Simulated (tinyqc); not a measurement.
Finnis-Sinclair potential for a bcc metal: fit to cohesion and elasticity, then vacancy, surfaces and structure: one step, computed by the program tinyqc. Command: `OMP_NUM_THREADS=1 python tinyqc.py 3111497 3111498 out.jsonl fsfit walk`. One thread of a shared host (Intel(R) Xeon(R) Processor @ 2.30GHz), about 0.01 s of CPU time with the checks.

E = (1/2) sum V(r) - A sqrt(rho), rho = sum phi(r), phi = (r - d)^2 for r < d, V = (r - c)^2 (c0 + c1 r + c2 r^2) for r < c. In bcc the 8 first neighbours lie at sqrt(3) a/2 and the 6 second at a; both cut-offs lie below the third shell; Omega = a^3/2; E is per atom and z the number of atoms in a shell. The four constants A, c0, c1, c2 are fitted to E_c, zero pressure, B and C12 - C44 alone, so C44 and C11 - C12 are not matched singly; defects are unrelaxed.

Task: Solution. Solve the three equations.

matrix, rows cohesion, pressure, bulk modulus, columns c0, c1, c2:
```
[[6.6447, 18.1278, 49.6535],
 [-36.8942, -84.3565, -186.7764],
 [110.8992, 109.5813, -148.2511]]
```

right-hand side (eV): [1.1694, -19.2530, 124.9986]

Give: c0, c1, c2.

Result:

c0, c1, c2 (eV/angstrom^2, eV/angstrom^3, eV/angstrom^4): [-2.1397, 2.4937, -0.6005]
